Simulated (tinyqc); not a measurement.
Vacuum evaporation: vapour pressure, source flux, thickness distribution, purity and step coverage: one step, computed by the program tinyqc.

Molecular flow, unit sticking of the metal, no re-evaporation. The background gas is taken as water vapour (18.015 g/mol, collision diameter 0.37 nm) at 300 K.

Task: Offset source and rotation. Rotating wafer, source offset by s and facing upwards: thickness at radius r is the mean over the angle a of (1 + (r^2 + s^2 - 2 r s cos a)/h^2)^(-(n + 3)/2), by 360 equal steps; non-uniformity (max - min)/(max + min) over 21 radii from 0 to R.

Inputs (values chosen for the exercise, modelled on germanium, with constants for the liquid):
```
quantity                         value  unit
directionality n                     2     -
source-to-wafer distance h          23    cm
wafer radius R                      10    cm
source offset from the axis s/h   0.91     -
```

Give: centre thickness relative to an axial source; edge over centre, rotating; non-uniformity, rotating.

Result:

centre thickness relative to an axial source = 0.2213

edge over centre, rotating = 1.124

non-uniformity, rotating = 5.837 %
